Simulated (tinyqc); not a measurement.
Inside a calculation (part 1 of 2). Method: CCSD on RHF in the 3-21g basis, for H3+, spin multiplicity 1. Computed by tinyqc, a small Python program that keeps every step (integrals from PySCF). Settings: charge = 1, multiplicity = 1, basis = 3-21g, method = RHF, energy threshold = 1e-10, iteration cap = 76, orthogonalisation = canonical, start = atomic densities, DIIS depth = 6, amplitude equations = CCSD, DIIS depth for amplitudes = 6, cap on updates = 86. Command: `OMP_NUM_THREADS=1 python tinyqc.py 29375 29376 out.jsonl` (the two numbers bound the seeds that draw the settings). One thread of a shared host (Intel(R) Xeon(R) Processor @ 2.60GHz), about 0.2 s of CPU time with the checks. The early iterations of the SCF are left out here.

## One-electron integrals

Geometry (angstrom):
```
atom         x         y         z
H     0.000000  0.000000  0.000000
H     0.000000  0.000000  0.983000
H     0.000000  0.858000  0.479000
```

Basis 3-21g: exponents (1/bohr^2) and contraction coefficients of normalised primitives:
```
element  l (shell)  exponent  coefficient
H            s (1)  5.447178     0.156285
H            s (1)  0.824547     0.904691
H            s (2)  0.183192     1.000000
```

Overlap, kinetic and nuclear-attraction integrals over the contracted functions; the nuclear repulsion is the sum of Za Zb / Rab.

nuclear repulsion = 1.60864300 hartree

overlap S, order 1H 1s, 1H 2s, 2H 1s, 2H 2s, 3H 1s, 3H 2s:
$$\begin{pmatrix}
1.000000 & 0.645899 & 0.210592 & 0.383295 & 0.210814 & 0.383436 \\
0.645899 & 1.000000 & 0.383295 & 0.729009 & 0.383436 & 0.729173 \\
0.210592 & 0.383295 & 1.000000 & 0.645899 & 0.202985 & 0.378383 \\
0.383295 & 0.729009 & 0.645899 & 1.000000 & 0.378383 & 0.723335 \\
0.210814 & 0.383436 & 0.202985 & 0.378383 & 1.000000 & 0.645899 \\
0.383436 & 0.729173 & 0.378383 & 0.723335 & 0.645899 & 1.000000
\end{pmatrix}$$

kinetic energy T (hartree), order 1H 1s, 1H 2s, 2H 1s, 2H 2s, 3H 1s, 3H 2s:
$$\begin{pmatrix}
1.549405 & 0.293152 & -0.005962 & 0.113289 & -0.005785 & 0.113374 \\
0.293152 & 0.274788 & 0.113289 & 0.158113 & 0.113374 & 0.158178 \\
-0.005962 & 0.113289 & 1.549405 & 0.293152 & -0.011904 & 0.110359 \\
0.113289 & 0.158113 & 0.293152 & 0.274788 & 0.110359 & 0.155846 \\
-0.005785 & 0.113374 & -0.011904 & 0.110359 & 1.549405 & 0.293152 \\
0.113374 & 0.158178 & 0.110359 & 0.155846 & 0.293152 & 0.274788
\end{pmatrix}$$

nuclear attraction V (hartree), order 1H 1s, 1H 2s, 2H 1s, 2H 2s, 3H 1s, 3H 2s:
$$\begin{pmatrix}
-2.797111 & -1.472673 & -0.556323 & -0.908493 & -0.556970 & -0.908834 \\
-1.472673 & -1.639389 & -0.906611 & -1.275503 & -0.907005 & -1.275786 \\
-0.556323 & -0.906611 & -2.790437 & -1.468621 & -0.534230 & -0.894833 \\
-0.908493 & -1.275503 & -1.468621 & -1.635790 & -0.894886 & -1.265694 \\
-0.556970 & -0.907005 & -0.534230 & -0.894886 & -2.790626 & -1.468736 \\
-0.908834 & -1.275786 & -0.894833 & -1.265694 & -1.468736 & -1.635891
\end{pmatrix}$$

core Hamiltonian H = T + V (hartree), order 1H 1s, 1H 2s, 2H 1s, 2H 2s, 3H 1s, 3H 2s:
$$\begin{pmatrix}
-1.247706 & -1.179521 & -0.562284 & -0.795204 & -0.562755 & -0.795460 \\
-1.179521 & -1.364601 & -0.793322 & -1.117390 & -0.793631 & -1.117608 \\
-0.562284 & -0.793322 & -1.241032 & -1.175469 & -0.546134 & -0.784474 \\
-0.795204 & -1.117390 & -1.175469 & -1.361002 & -0.784527 & -1.109848 \\
-0.562755 & -0.793631 & -0.546134 & -0.784527 & -1.241221 & -1.175584 \\
-0.795460 & -1.117608 & -0.784474 & -1.109848 & -1.175584 & -1.361103
\end{pmatrix}$$

## Two-electron integrals

Functions are numbered as in S; the eight-fold symmetry (ij|kl) = (ji|kl) = (kl|ij) leaves the list below.

Two-electron integrals (ij|kl) in chemists' order, unique and non-zero (hartree):
```
(11|11) 1.140145   (21|11) 0.611403   (21|21) 0.345152   (22|11) 0.626370
(22|21) 0.380329   (22|22) 0.482957   (31|11) 0.180090   (31|21) 0.104515
(31|22) 0.119916   (31|31) 0.045730   (32|11) 0.230857   (32|21) 0.142502
(32|22) 0.185256   (32|31) 0.067910   (32|32) 0.120904   (33|11) 0.531770
(33|21) 0.336633   (33|22) 0.460209   (33|31) 0.180090   (33|32) 0.353490
(33|33) 1.140145   (41|11) 0.353490   (41|21) 0.200736   (41|22) 0.223401
(41|31) 0.067910   (41|32) 0.095001   (41|33) 0.230857   (41|41) 0.120904
(42|11) 0.419122   (42|21) 0.256957   (42|22) 0.334380   (42|31) 0.094963
(42|32) 0.159008   (42|33) 0.419122   (42|41) 0.159008   (42|42) 0.256670
(43|11) 0.336633   (43|21) 0.211673   (43|22) 0.288344   (43|31) 0.104515
(43|32) 0.200736   (43|33) 0.611403   (43|41) 0.142502   (43|42) 0.256957
(43|43) 0.345152   (44|11) 0.460209   (44|21) 0.288344   (44|22) 0.397909
(44|31) 0.119916   (44|32) 0.223401   (44|33) 0.626370   (44|41) 0.185256
(44|42) 0.334380   (44|43) 0.380329   (44|44) 0.482957   (51|11) 0.180308
(51|21) 0.104637   (51|22) 0.120049   (51|31) 0.036592   (51|32) 0.052086
(51|33) 0.125393   (51|41) 0.064111   (51|42) 0.087270   (51|43) 0.078197
(51|44) 0.102776   (51|51) 0.045827   (52|11) 0.230998   (52|21) 0.142584
(52|22) 0.185348   (52|31) 0.052059   (52|32) 0.083865   (52|33) 0.210548
(52|41) 0.088708   (52|42) 0.140758   (52|43) 0.131580   (52|44) 0.176324
(52|51) 0.068011   (52|52) 0.120993   (53|11) 0.121997   (53|21) 0.075969
(53|22) 0.099483   (53|31) 0.035397   (53|32) 0.061633   (53|33) 0.172648
(53|41) 0.050544   (53|42) 0.084194   (53|43) 0.100322   (53|44) 0.115346
(53|51) 0.035430   (53|52) 0.061652   (53|53) 0.042456   (54|11) 0.210083
(54|21) 0.131113   (54|22) 0.175078   (54|31) 0.051471   (54|32) 0.087138
(54|33) 0.225987   (54|41) 0.083377   (54|42) 0.139040   (54|43) 0.139659
(54|44) 0.182075   (54|51) 0.063430   (54|52) 0.117326   (54|53) 0.064480
(54|54) 0.117811   (55|11) 0.531943   (55|21) 0.336732   (55|22) 0.460296
(55|31) 0.125297   (55|32) 0.210491   (55|33) 0.525830   (55|41) 0.212059
(55|42) 0.358162   (55|43) 0.333230   (55|44) 0.457213   (55|51) 0.180308
(55|52) 0.353627   (55|53) 0.172648   (55|54) 0.348737   (55|55) 1.140145
(61|11) 0.353627   (61|21) 0.200813   (61|22) 0.223485   (61|31) 0.064060
(61|32) 0.088689   (61|33) 0.212072   (61|41) 0.118806   (61|42) 0.154880
(61|43) 0.132418   (61|44) 0.177039   (61|51) 0.068011   (61|52) 0.095086
(61|53) 0.050560   (61|54) 0.087821   (61|55) 0.230998   (61|61) 0.120993
(62|11) 0.419240   (62|21) 0.257028   (62|22) 0.334467   (62|31) 0.087198
(62|32) 0.140726   (62|33) 0.358188   (62|41) 0.154865   (62|42) 0.243517
(62|43) 0.223120   (62|44) 0.302900   (62|51) 0.095085   (62|52) 0.159106
(62|53) 0.084208   (62|54) 0.153039   (62|55) 0.419240   (62|61) 0.159106
(62|62) 0.256785   (63|11) 0.210039   (63|21) 0.131089   (63|22) 0.175058
(63|31) 0.063360   (63|32) 0.117284   (63|33) 0.348737   (63|41) 0.087778
(63|42) 0.153002   (63|43) 0.198066   (63|44) 0.220483   (63|51) 0.051514
(63|52) 0.087163   (63|53) 0.064480   (63|54) 0.092104   (63|55) 0.225987
(63|61) 0.083391   (63|62) 0.139056   (63|63) 0.117811   (64|11) 0.357259
(64|21) 0.222428   (64|22) 0.301539   (64|31) 0.086675   (64|32) 0.153535
(64|33) 0.415011   (64|41) 0.140160   (64|42) 0.241878   (64|43) 0.254493
(64|44) 0.331364   (64|51) 0.086762   (64|52) 0.153587   (64|53) 0.090811
(64|54) 0.155620   (64|55) 0.415011   (64|61) 0.140208   (64|62) 0.241923
(64|63) 0.155620   (64|64) 0.252689   (65|11) 0.336732   (65|21) 0.211729
(65|22) 0.288394   (65|31) 0.078134   (65|32) 0.131543   (65|33) 0.333230
(65|41) 0.132405   (65|42) 0.223101   (65|43) 0.209758   (65|44) 0.286626
(65|51) 0.104637   (65|52) 0.200813   (65|53) 0.100322   (65|54) 0.198066
(65|55) 0.611403   (65|61) 0.142584   (65|62) 0.257028   (65|63) 0.139659
(65|64) 0.254493   (65|65) 0.345152   (66|11) 0.460296   (66|21) 0.288394
(66|22) 0.397959   (66|31) 0.102683   (66|32) 0.176269   (66|33) 0.457213
(66|41) 0.177004   (66|42) 0.302862   (66|43) 0.286626   (66|44) 0.396171
(66|51) 0.120049   (66|52) 0.223485   (66|53) 0.115346   (66|54) 0.220483
(66|55) 0.626370   (66|61) 0.185348   (66|62) 0.334467   (66|63) 0.182075
(66|64) 0.331364   (66|65) 0.380329   (66|66) 0.482957
```

## Orthogonalisation

S = U s U^T; canonical form X = U s^(-1/2), so that X^T S X = 1. Each column of U has its largest component positive (the first on a tie).

eigenvalues of S: [0.160341, 0.163671, 0.433446, 0.895366, 0.910013, 3.437164]

X, order 1H 1s, 1H 2s, 2H 1s, 2H 2s, 3H 1s, 3H 2s:
$$\begin{pmatrix}
-0.783094 & 0.009622 & 0.715694 & 0.797600 & -0.009800 & 0.178854 \\
1.880708 & -0.022805 & -0.504523 & 0.329466 & -0.004039 & 0.255991 \\
0.384387 & -0.684890 & 0.721186 & -0.388610 & 0.687620 & 0.177757 \\
-0.922551 & 1.621459 & -0.500097 & -0.164551 & 0.290539 & 0.255146 \\
0.401086 & 0.675171 & 0.721040 & -0.405690 & -0.677937 & 0.177789 \\
-0.962639 & -1.598485 & -0.500225 & -0.171667 & -0.286254 & 0.255170
\end{pmatrix}$$

## Iteration 6 (converged): orbitals

converged F (hartree), order 1H 1s, 1H 2s, 2H 1s, 2H 2s, 3H 1s, 3H 2s:
$$\begin{pmatrix}
-0.309097 & -0.744420 & -0.517475 & -0.615092 & -0.517745 & -0.615232 \\
-0.744420 & -0.764747 & -0.613072 & -0.722631 & -0.613269 & -0.722731 \\
-0.517475 & -0.613072 & -0.304064 & -0.739706 & -0.508204 & -0.608249 \\
-0.615092 & -0.722631 & -0.739706 & -0.760981 & -0.608306 & -0.719158 \\
-0.517745 & -0.613269 & -0.508204 & -0.608306 & -0.304206 & -0.739839 \\
-0.615232 & -0.722731 & -0.608249 & -0.719158 & -0.739839 & -0.761086
\end{pmatrix}$$

Diagonalise F' = X^T F X, C = X C', fill 1 alpha and 1 beta electrons from the bottom; D = 2 C_occ C_occ^T. Each column has its largest component positive (the first on a tie).

F' = X^T F X (hartree):
$$\begin{pmatrix}
0.546964 & 0.000002 & 0.002926 & -0.472547 & 0.000039 & 0.000619 \\
0.000002 & 0.547600 & -0.000107 & -0.000040 & -0.465976 & -0.000023 \\
0.002926 & -0.000107 & 0.519168 & -0.001457 & 0.000051 & -0.221940 \\
-0.472547 & -0.000040 & -0.001457 & 0.096013 & -0.000001 & -0.002077 \\
0.000039 & -0.465976 & 0.000051 & -0.000001 & 0.079741 & 0.000076 \\
0.000619 & -0.000023 & -0.221940 & -0.002077 & 0.000076 & -1.095401
\end{pmatrix}$$

orbital energies (hartree): MO1 -1.125357, MO2 -0.207728, MO3 -0.202093, MO4 0.549090, MO5 0.835070, MO6 0.845105

coefficients C, order 1H 1s, 1H 2s, 2H 1s, 2H 2s, 3H 1s, 3H 2s:
$$\begin{pmatrix}
0.274482 & -0.003207 & 0.255878 & 0.696528 & 0.013107 & -1.080578 \\
0.186642 & -0.015434 & 1.282208 & -0.547687 & -0.017208 & 1.409552 \\
0.271829 & 0.225628 & -0.124499 & 0.685039 & -0.944219 & 0.539674 \\
0.185738 & 1.098613 & -0.631303 & -0.522672 & 1.227689 & -0.697507 \\
0.271904 & -0.222472 & -0.129953 & 0.685375 & 0.930272 & 0.562989 \\
0.185763 & -1.082893 & -0.658739 & -0.523385 & -1.209880 & -0.727827
\end{pmatrix}$$

D after iteration 6, order 1H 1s, 1H 2s, 2H 1s, 2H 2s, 3H 1s, 3H 2s:
$$\begin{pmatrix}
0.150681 & 0.102460 & 0.149225 & 0.101964 & 0.149266 & 0.101977 \\
0.102460 & 0.069670 & 0.101469 & 0.069333 & 0.101497 & 0.069342 \\
0.149225 & 0.101469 & 0.147782 & 0.100978 & 0.147823 & 0.100992 \\
0.101964 & 0.069333 & 0.100978 & 0.068997 & 0.101006 & 0.069006 \\
0.149266 & 0.101497 & 0.147823 & 0.101006 & 0.147864 & 0.101019 \\
0.101977 & 0.069342 & 0.100992 & 0.069006 & 0.101019 & 0.069016
\end{pmatrix}$$

## Convergence

Stop when the energy changes by less than 1e-10 hartree and every element of the error matrix X^T (F D S - S D F) X is below 3e-06.

Course of the cycle:
```
iteration  E (hartree)     change  largest element of the error matrix
1          -0.68983992          -                             2.69e-01
2          -1.25410801  -5.64e-01                             7.02e-02
3          -1.25585486  -1.75e-03                             3.34e-03
4          -1.25585883  -3.96e-06                             1.65e-05
5          -1.25585883  -1.63e-10                             1.18e-06
6          -1.25585883  -5.04e-13                             1.78e-07
```

PySCF RHF in the same basis = -1.25585883 hartree

Converged in 6 iterations.

## Integrals over molecular orbitals

(pq|rs) = sum C_ip C_jq C_kr C_ls (ij|kl), one index at a time.

one-electron integrals over orbitals h = C^T H C (hartree):
$$\begin{pmatrix}
-1.739145 & 0.000059 & -0.001575 & -0.125554 & -0.000014 & 0.000423 \\
0.000059 & -1.049918 & -0.000001 & 0.000063 & 0.209957 & 0.000009 \\
-0.001575 & -0.000001 & -1.043602 & -0.001643 & -0.000008 & 0.210327 \\
-0.125554 & 0.000063 & -0.001643 & -0.339380 & -0.000077 & 0.002071 \\
-0.000014 & 0.209957 & -0.000008 & -0.000077 & -0.180652 & -0.000001 \\
0.000423 & 0.000009 & 0.210327 & 0.002071 & -0.000001 & -0.176623
\end{pmatrix}$$

Two-electron integrals over orbitals (pq|rs), unique and non-zero (hartree):
```
(11|11) 0.613787    (21|11) -0.000059   (21|21) 0.101350    (22|11) 0.471770
(22|21) 0.001759    (22|22) 0.448511    (31|11) 0.001575    (31|21) 1.29e-07
(31|22) -0.046651   (31|31) 0.100238    (32|11) 3.25e-07    (32|21) -0.047528
(32|22) -0.000031   (32|31) -0.001726   (32|32) 0.038223    (33|11) 0.470873
(33|21) -0.001758   (33|22) 0.372577    (33|31) 0.046657    (33|32) 0.000031
(33|33) 0.446204    (41|11) 0.125554    (41|21) -0.000035   (41|22) 0.061795
(41|31) 0.000908    (41|32) 3.20e-07    (41|33) 0.061308    (41|41) 0.069711
(42|11) -0.000049   (42|21) -0.000136   (42|22) -0.000056   (42|31) -4.44e-08
(42|32) 0.001024    (42|33) 0.000020    (42|41) -0.000037   (42|42) 0.032564
(43|11) 0.001275    (43|21) -4.59e-08   (43|22) 0.001759    (43|31) -0.001130
(43|32) 0.000047    (43|33) -0.000801   (43|41) 0.000974    (43|42) 1.13e-07
(43|43) 0.033113    (44|11) 0.479091    (44|21) -0.000083   (44|22) 0.396817
(44|31) 0.002177    (44|32) 1.17e-06    (44|33) 0.397505    (44|41) 0.072604
(44|42) -0.000022   (44|43) 0.000548    (44|44) 0.409501    (51|11) 0.000014
(51|21) -0.072021   (51|22) -0.001342   (51|31) 2.67e-06    (51|32) 0.035639
(51|33) 0.001299    (51|41) 0.000024    (51|42) -0.032274   (51|43) 9.89e-07
(51|44) 0.000038    (51|51) 0.086595    (52|11) -0.140989   (52|21) -0.001305
(52|22) -0.091791   (52|31) 0.034659    (52|32) 0.000011    (52|33) -0.064331
(52|41) -0.065332   (52|42) -0.000548   (52|43) 0.014398    (52|44) -0.084541
(52|51) 0.001546    (52|52) 0.096393    (53|11) 0.000005    (53|21) 0.034834
(53|22) 0.000013    (53|31) 0.001270    (53|32) -0.013150   (53|33) -0.000006
(53|41) 2.07e-06    (53|42) 0.015023    (53|43) 0.000541    (53|44) 2.71e-06
(53|51) -0.040526   (53|52) -0.000025   (53|53) 0.024787    (54|11) 0.000050
(54|21) -0.092495   (54|22) -0.001657   (54|31) 2.83e-06    (54|32) 0.044606
(54|33) 0.001647    (54|41) 0.000036    (54|42) -0.006028   (54|43) 1.22e-07
(54|44) 0.000079    (54|51) 0.076425    (54|52) 0.001387    (54|53) -0.036821
(54|54) 0.099791    (55|11) 0.551158    (55|21) 0.002728    (55|22) 0.482841
(55|31) -0.070737   (55|32) -0.000065   (55|33) 0.399191    (55|41) 0.115932
(55|42) 0.000617    (55|43) -0.015957   (55|44) 0.447961    (55|51) -0.002781
(55|52) -0.161635   (55|53) 0.000057    (55|54) -0.002981   (55|55) 0.598651
(61|11) -0.000423   (61|21) -3.39e-06   (61|22) 0.036353    (61|31) -0.072094
(61|32) 0.001326    (61|33) -0.035241   (61|41) -0.000653   (61|42) -1.71e-06
(61|43) -0.032037   (61|44) -0.001023   (61|51) 4.48e-07    (61|52) -0.041405
(61|53) -0.001494   (61|54) 1.10e-06    (61|55) 0.073509    (61|61) 0.087784
(62|11) -0.000006   (62|21) 0.036176    (62|22) 0.000007    (62|31) 0.001318
(62|32) -0.013926   (62|33) -0.000013   (62|41) -3.45e-06   (62|42) 0.015317
(62|43) 0.000552    (62|44) -4.46e-06   (62|51) -0.041811   (62|52) -0.000020
(62|53) 0.023642    (62|54) -0.038189   (62|55) 0.000048    (62|61) -0.001542
(62|62) 0.025986    (63|11) -0.141210   (63|21) 0.001325    (63|22) -0.064788
(63|31) -0.035205   (63|32) -0.000011   (63|33) -0.090364   (63|41) -0.065756
(63|42) 0.000576    (63|43) -0.015123   (63|44) -0.085327   (63|51) -0.001508
(63|52) 0.048054    (63|53) 0.000019    (63|54) -0.001394   (63|55) -0.095898
(63|61) 0.040450    (63|62) 0.000025    (63|63) 0.095385    (64|11) -0.001362
(64|21) -4.95e-06   (64|22) 0.044576    (64|31) -0.092453   (64|32) 0.001647
(64|33) -0.044322   (64|41) -0.000941   (64|42) -3.88e-07   (64|43) -0.005675
(64|44) -0.002103   (64|51) 1.10e-06    (64|52) -0.037455   (64|53) -0.001368
(64|54) 2.09e-06    (64|55) 0.078669    (64|61) 0.077938    (64|62) -0.001418
(64|63) 0.037644    (64|64) 0.101257    (65|11) 9.26e-07    (65|21) -0.073547
(65|22) -0.000058   (65|31) -0.002624   (65|32) 0.042357    (65|33) 0.000057
(65|41) 1.24e-06    (65|42) -0.017657   (65|43) -0.000628   (65|44) 2.80e-06
(65|51) 0.073984    (65|52) 0.000050    (65|53) -0.033146   (65|54) 0.080046
(65|55) -0.000152   (65|61) 0.002696    (65|62) -0.034420   (65|63) -0.000049
(65|64) 0.002912    (65|65) 0.074482    (66|11) 0.554756    (66|21) -0.002729
(66|22) 0.402182    (66|31) 0.070829    (66|32) 0.000064    (66|33) 0.481444
(66|41) 0.118155    (66|42) -0.000692   (66|43) 0.017922    (66|44) 0.451997
(66|51) 0.002713    (66|52) -0.097598   (66|53) -0.000046   (66|54) 0.002963
(66|55) 0.458813    (66|61) -0.071762   (66|62) -0.000059   (66|63) -0.161558
(66|64) -0.078198   (66|65) 0.000150    (66|66) 0.600827
```

## CCSD: starting amplitudes

t_ij^ab = <ij||ab> / (e_i + e_j - e_a - e_b), whose energy is MP2.

Starting amplitudes (spin orbitals 1a, 1b, ...; amplitudes related by a flip of all spins are not repeated):
```
from      to          t
1a 1b  2a 2b  -0.055224
1a 1b  3a 3b  -0.054284
1a 1b  2a 5b   0.025024
1a 1b  3a 6b   0.024914
1a 1b  6a 6b  -0.022275
1a 1b  5a 5b  -0.022086
1a 1b  4a 4b  -0.020816
1a 1b  3a 4b  -0.000349
1a 1b  4a 6b   0.000179
1a 1b  2a 4b   0.000013
1a 1b  4a 5b  -0.000007
1a 1b  2a 6b   1.17e-06
1a 1b  3a 5b  -9.26e-07
1a 1b  5a 6b  -1.14e-07
```

correlation energy = -0.02355505 hartree

## CCSD: amplitude update 1

t_i^a D_i^a and t_ij^ab D_ij^ab are set to the remaining terms of the spin-orbital equations, evaluated with the old amplitudes; for the doubles these are <ij||ab> + 1/2 <ab||ef> t_ij^ef + 1/2 <mn||ij> t_mn^ab + P(ij)P(ab) <mb||ej> t_im^ae + terms in t^2 + terms with t1, D the orbital-energy denominators.

Amplitudes after update 1 (spin orbitals 1a, 1b, ...; amplitudes related by a flip of all spins are not repeated):
```
from      to          t
1a 1b  2a 2b  -0.073106
1a 1b  3a 3b  -0.071823
1a 1b  2a 5b   0.032120
1a 1b  3a 6b   0.031987
1a 1b  6a 6b  -0.024362
1a 1b  5a 5b  -0.024122
1a 1b  4a 4b  -0.022775
1a        4a   0.005063
1a 1b  3a 4b  -0.000499
1a 1b  4a 6b   0.000267
1a        3a  -0.000190
1a        6a   0.000100
1a 1b  2a 4b   0.000019
1a 1b  4a 5b  -0.000010
1a        2a   0.000007
1a        5a  -3.73e-06
1a 1b  2a 6b   1.54e-06
1a 1b  3a 5b  -1.15e-06
1a 1b  5a 6b  -1.78e-07
1a 1b  2a 3b  -1.49e-07
```

correlation energy = -0.02966207 hartree

## CCSD: amplitude update 2

As before.

Amplitudes after update 2 (spin orbitals 1a, 1b, ...; amplitudes related by a flip of all spins are not repeated):
```
from      to          t
1a 1b  2a 2b  -0.078979
1a 1b  3a 3b  -0.077537
1a 1b  2a 5b   0.034363
1a 1b  3a 6b   0.034198
1a 1b  6a 6b  -0.024358
1a 1b  5a 5b  -0.024125
1a 1b  4a 4b  -0.022510
1a        4a   0.007171
1a 1b  3a 4b  -0.000556
1a        3a  -0.000309
1a 1b  4a 6b   0.000291
1a        6a   0.000139
1a 1b  2a 4b   0.000021
1a        2a   0.000012
1a 1b  4a 5b  -0.000011
1a        5a  -0.000005
1a 1b  2a 6b   1.66e-06
1a 1b  3a 5b  -1.22e-06
1a 1b  5a 6b  -1.91e-07
1a 1b  2a 3b  -1.80e-07
```

correlation energy = -0.03145175 hartree
